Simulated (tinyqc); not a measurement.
Kronig-Penney superlattice by transfer matrices: one step. Layer matrices at one energy.

Wells (width a, potential 0, mass mw) alternate with barriers (width b, height V0, mass mb); period d = a + b; c = hbar^2/2m0. The vector (psi, psi'/m) is continuous, and a layer of thickness t carries it by M = [[cos kt, (m/k) sin kt], [-(k/m) sin kt, cos kt]] with k = sqrt(m (E - V)/c); for E < V, k = i kappa gives [[cosh, (m/kappa) sinh], [(kappa/m) sinh, cosh]] of kappa t. A Bloch state obeys cos(q d) = tr(Mb Mw)/2.

Constants: hbar^2/2m0 = 3.80998211 eV angstrom^2.

Inputs chosen for the exercise (near those of a strained Si superlattice with barriers of SiGe; shifted at random, so the results belong to these values and not to a real crystal):
- a = 26 angstrom (well width)
- b = 9 angstrom (barrier width)
- V0 = 0.184 eV (barrier height)
- mw = 0.908 m0 (mass in the wells)
- mb = 0.951 m0 (mass in the barriers)
- E = 0.1252 eV (trial energy)

Question. Form the matrix of the well and of the barrier at E.

Give: k in the well; kappa in the barrier; Mw (angstrom units); Mb (angstrom units).

Answer.

k in the well = 0.17274 1/angstrom
kappa in the barrier = 0.12115 1/angstrom

Mw (angstrom units):
```
          1         2
1  -0.21944   -5.1284
2   0.18560  -0.21944
```

Mb (angstrom units):
```
         1       2
1   1.6557  10.359
2  0.16810  1.6557
```

tinyqc: `OMP_NUM_THREADS=1 python tinyqc.py 1251409 1251410 out.jsonl`; about 0.04 s, one thread, shared Intel(R) Xeon(R) Processor @ 2.30GHz.
